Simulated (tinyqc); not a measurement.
Single-photon avalanche diode, trigger probability and counting: one step of the calculation.

A multiplication layer of width W with the uniform field V/W; alpha = an exp(-bn/E) for electrons, beta = ap exp(-bp/E) for holes (local model, no dead space). a = alpha W, b = beta W. Electrons enter at x = 0, holes at x = W. P0 is the probability that an electron entering at 0 starts a lasting avalanche, PW the same for a hole entering at W.

Problem. Trigger probability by substitution. PW = P0 exp(b - a)/(1 - P0 + P0 exp(b - a)); P0(new) = 1 - (1 - PW)^(a/b).

P0 at the start = 0.99
a = 2.6134648
b = 0.50589896

Wanted: PW; P0 after iteration 1.

Solution.

PW = 0.9233
P0 after iteration 1 = 1.000

Numbers from tinyqc (`OMP_NUM_THREADS=1 python tinyqc.py 2630042 2630043 out.jsonl`; about 0.01 s on one thread of a shared Intel Xeon 2.30GHz).
